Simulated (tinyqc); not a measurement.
From results back to parameters: periodic multilayer mirror for extreme ultraviolet light. Five cases, with inputs chosen for the exercise.

Problem. With a mean index 1 - dm the Bragg wavelength is lam_B = 2 L sqrt((1 - dm)^2 - sin^2 theta). It is given at 0 degrees and at th2; L and dm are hidden. Then the absorber share is Gm = (dm - delta_S)/(delta_A - delta_S), with the first entries of dS and dA; L is the period.

Find: L; dm; Gm.

Method. The difference of the squares is 4 L^2 sin^2(th2); then 1 - dm = lam_B(0)/(2 L).

Case 1.

Values chosen (out of a larger set: optical constants near those of Mo and Si at 13.5 nm; not measured data): th2 = 10 degrees (second angle); dA = (0.0791, 0.00694) (delta and beta of the absorber, N = 1 - delta + i beta); dS = (0.001, 0.00168) (delta and beta of the spacer and the substrate).

lam_B at 0 = 13.555256 nm
lam_B at th2 = 13.337368 nm

Solution.

L = 6.970 nm
dm = 0.0276
Gm = 0.34

Case 2.

Values chosen (out of a larger set: optical constants near those of Mo and Si at 13.5 nm; not measured data): th2 = 20 degrees (second angle); dA = (0.0743, 0.00593) (delta and beta of the absorber, N = 1 - delta + i beta); dS = (0.001, 0.00178) (delta and beta of the spacer and the substrate).

lam_B at 0 = 13.570304 nm
lam_B at th2 = 12.687109 nm

Solution.

L = 7.040 nm
dm = 0.0362
Gm = 0.48

Case 3.

Values chosen (out of a larger set: optical constants near those of Mo and Si at 13.5 nm; not measured data): th2 = 15 degrees (second angle); dA = (0.0784, 0.00655) (delta and beta of the absorber, N = 1 - delta + i beta); dS = (0.0009, 0.00185) (delta and beta of the spacer and the substrate).

lam_B at 0 = 13.332064 nm
lam_B at th2 = 12.847596 nm

Solution.

L = 6.880 nm
dm = 0.0311
Gm = 0.39

Case 4.

Values chosen (out of a larger set: optical constants near those of Mo and Si at 13.5 nm; not measured data): th2 = 20 degrees (second angle); dA = (0.0762, 0.0065) (delta and beta of the absorber, N = 1 - delta + i beta); dS = (0.001, 0.00191) (delta and beta of the spacer and the substrate).

lam_B at 0 = 13.548286 nm
lam_B at th2 = 12.681660 nm

Solution.

L = 6.970 nm
dm = 0.0281
Gm = 0.36

Case 5.

Values chosen (out of a larger set: optical constants near those of Mo and Si at 13.5 nm; not measured data): th2 = 20 degrees (second angle); dA = (0.0749, 0.00625) (delta and beta of the absorber, N = 1 - delta + i beta); dS = (0.001, 0.00191) (delta and beta of the spacer and the substrate).

lam_B at 0 = 13.743488 nm
lam_B at th2 = 12.872181 nm

Solution.

L = 7.040 nm
dm = 0.0239
Gm = 0.31

Computed by tinyqc, one run a case: `OMP_NUM_THREADS=1 python tinyqc.py N N+1 out.jsonl` with N = 1681337, 1681348, 1681387, 1681426, 1681488; one thread of a shared Intel(R) Xeon(R) Processor @ 2.30GHz, about 0.01 s a run at most.
